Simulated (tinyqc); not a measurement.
Double-gate transistor below threshold, two-dimensional Poisson equation on a small mesh: course of the iteration: over-relaxation sweep (omega = 1.2).

Half of a symmetric double-gate structure: row 0 is the mid-plane of the body, where the normal field vanishes. Mobile charge is neglected (subthreshold), the body is fully depleted, and potentials are counted from the intrinsic level; rows run upward to the gate, columns from source to drain.

Mesh: rows i = 0..3 in the semiconductor (step hs = tb/3, row 3 on the interface), then 2 step(s) ho = tox/2 up to the gate row 5; columns j = 0..7 (step hy = L/7). Box integration, divided by eps0: up_i = eps hy/h of the interval above row i, dn_i = that of the interval below (0 for row 0), lat_i = (sum of eps h/2 over the intervals above and below)/hy, s_i = -q Na w_i hy/eps0 with w_i the semiconductor height of the box (hs/2 for row 0 and the interface row, hs between, 0 in the insulator). Each free node obeys (up + dn + 2 lat) psi = up psi(above) + dn psi(below) + lat [psi(left) + psi(right)] + s.

Free nodes: rows 0..4, columns 1..6, taken row by row from row 0, left to right. t = (up psi(above) + dn psi(below) + lat [psi(left) + psi(right)] + s)/(up + dn + 2 lat), with the newest neighbours; psi(new) = psi + 1.2 (t - psi).

Stop when the largest change of psi is below 1e-7 V, or after 400 iterations. Fixed values: gate row Vg - Vfb; column 0 at Vbi and the last column at Vbi + Vd in the semiconductor, each running linearly to Vg - Vfb across the insulator.

Inputs (values chosen for the exercise); semiconductor permittivity close to that of silicon: relative permittivity of the semiconductor eps_r = 11.8; relative permittivity of the insulator eox = 22; half the body thickness tb = 6 nm; insulator thickness tox = 4.3 nm; channel length L = 37 nm; acceptor density of the depleted body Na = 9.5e17 cm^-3; potential of the source Vbi = 0.6 V; gate offset Vfb = 0.13 V; gate voltage Vg = 0 V; drain voltage Vd = 0.7 V.

Constants: q = 1.602176634e-19 C, eps0 = 8.8541878128e-14 F/cm where lengths are in cm. Results are converted to the units shown.

psi at the start (fixed values on the edges, free nodes at zero) (V):
```
	j=0	j=1	j=2	j=3	j=4	j=5	j=6	j=7
row 0	0.60000	0.00000	0.00000	0.00000	0.00000	0.00000	0.00000	1.30000
row 1	0.60000	0.00000	0.00000	0.00000	0.00000	0.00000	0.00000	1.30000
row 2	0.60000	0.00000	0.00000	0.00000	0.00000	0.00000	0.00000	1.30000
row 3	0.60000	0.00000	0.00000	0.00000	0.00000	0.00000	0.00000	1.30000
row 4	0.23500	0.00000	0.00000	0.00000	0.00000	0.00000	0.00000	0.58500
row 5	-0.13000	-0.13000	-0.13000	-0.13000	-0.13000	-0.13000	-0.13000	-0.13000
```

```
row	up	dn	lat	s (V)
0	31.1857	0	2.23243	-0.0908634
1	31.1857	31.1857	4.46486	-0.181727
2	31.1857	31.1857	4.46486	-0.181727
3	54.0864	31.1857	6.70676	-0.0908634
4	54.0864	54.0864	8.94865	0
```

Course of the iteration:
```
iteration	psi at row 0, j = 3 (V)	largest |change| of one entry (V)
1	-0.00305098	0.170
2	-0.00698009	0.132
3	-0.00951301	0.112
4	-0.00936688	0.0849
5	-0.0258072	0.0419
6	-0.0396638	0.0226
7	-0.0497803	0.0134
8	-0.0562821	9.26e-3
9	-0.0602471	6.44e-3
...	...	...
43	-0.0645729	6.10e-7
44	-0.0645724	4.86e-7
45	-0.0645721	3.87e-7
46	-0.0645718	3.09e-7
47	-0.0645715	2.46e-7
48	-0.0645713	1.96e-7
49	-0.0645712	1.56e-7
50	-0.0645710	1.24e-7
51	-0.0645709	9.87e-8
```

Did this iteration meet its convergence test, and what does its course show?

Yes. Converged in 51 iterations. At the end each change is about 0.80 times the one before: linear convergence.

Computed by the program tinyqc: `OMP_NUM_THREADS=1 python tinyqc.py 2480048 2480049 out.jsonl`, one thread of a shared Intel Xeon 2.30GHz, about 0.1 s for the whole run.
